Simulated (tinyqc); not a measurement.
# Internal loss and injection efficiency from two cavity lengths

Problem. The differential efficiency of both facets obeys 1/eta_d = (1/eta)[1 + 2 ai Lc/ln(1/(R1 R2))]. Find eta and ai.

Parameters, values chosen for the exercise:
- R1 = 0.1 (front reflectance)
- R2 = 0.95 (back reflectance)

differential efficiency at Lc = 300 and 750 um: [0.50337895, 0.33414049]

Solution. 1/eta_d is linear in Lc: the intercept is 1/eta, and slope over intercept is 2 ai/ln(1/(R1 R2)).

eta = 0.7600
ai = 20.00 1/cm

Computed by the program tinyqc: `OMP_NUM_THREADS=1 python tinyqc.py 2840117 2840118 out.jsonl`, one thread of a shared Intel Xeon 2.30GHz, about 0.02 s for the whole run.
